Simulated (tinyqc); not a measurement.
Free and trapped electrons in a MOS channel with a dense trap tail: two steps of the calculation.

p-type body, charge-sheet picture, full ionisation (an idealisation for deep acceptors), Boltzmann statistics for free electrons. e = Ec - EF at the surface. Acceptor-like traps of density D(E) = D0 + De exp(-E/Ew) at depth E below Ec, from 0 to Eu, hold n_t = integral of D(E)/(1 + exp((e - E)/Vt)). psi = Eg - Vt ln(Nv/Na) - e; N_dep = sqrt(2 eps0 eps_r Na (psi - Vt)/q); n_f = sqrt(N_dep^2 + 2 eps0 eps_r Vt Nc exp(-e/Vt)/q) - N_dep; Vg = Vfb + psi + q (N_dep + n_t + n_f)/Cox, Cox = eps0 eox/tox.

Values chosen for this exercise; band and dielectric values close to those of 4H silicon carbide: temperature T = 250 K; band gap Eg = 3.22 eV; relative permittivity eps_r = 9.79; conduction-band density of states at T Nc = 1.28e19 cm^-3; valence-band density of states at T Nv = 1.92e19 cm^-3; relative permittivity of the insulator eox = 3.9; insulator thickness tox = 40 nm; acceptor density Na = 3.3e16 cm^-3; flat-band voltage without trapped charge Vfb = -2 V; constant background density of acceptor-like traps D0 = 6e10 cm^-2 eV^-1; density of the tail at the conduction edge De = 9.8e12 cm^-2 eV^-1; decay energy of the tail Ew = 0.12 eV; depth below Ec down to which the traps reach Eu = 0.63 eV; mobility of free electrons mf = 110 cm^2/(V s); Ec - EF at the surface e = 0.06 eV.

Constants: q = 1.602176634e-19 C, kB = 1.380649e-23 J/K, Vt = kB T/q, eps0 = 8.8541878128e-14 F/cm where lengths are in cm. Results are converted to the units shown.

Task 1. Trapped charge. Trapezoid rule on 13 equal steps from 0 to Eu, f = 1/(1 + exp((e - E)/Vt)).

Wanted: E; D(E) f; n_t.

Result 1.

```
point    E (eV)  D(E) f (cm^-2 eV^-1)
0             0             5.7322e11
1      0.048462             2.4383e12
2      0.096923             3.7535e12
3       0.14538             2.9223e12
4       0.19385             2.0044e12
5       0.24231             1.3607e12
6       0.29077             9.2873e11
7       0.33923             6.4011e11
8       0.38769             4.4737e11
9       0.43615             3.1866e11
10      0.48462             2.3272e11
11      0.53308             1.7533e11
12      0.58154             1.3701e11
13      0.63000             1.1143e11
```

n_t = 7.6091e11 cm^-2

Task 2. Charges and gate voltage. psi, N_dep, n_f and Vg as defined, with the n_t given; free share n_f/(n_f + n_t); apparent mobility mf n_f/(n_f + n_t); gate voltage spent on traps q n_t/Cox.

n_t = 7.6091324e11 cm^-2

Find: psi; N_dep; n_f; Vg; free share; apparent mobility; gate voltage spent on traps.

Result 2.

psi = 3.023 V
N_dep = 1.035e12 cm^-2
n_f = 8.543e10 cm^-2
Vg = 4.515 V
free share = 10.09 %
apparent mobility = 11.10 cm^2/(V s)
gate voltage spent on traps = 1.412 V

Computed by the program tinyqc: `OMP_NUM_THREADS=1 python tinyqc.py 2222175 2222176 out.jsonl`, one thread of a shared Intel Xeon 2.30GHz, about 0.02 s for the whole run.
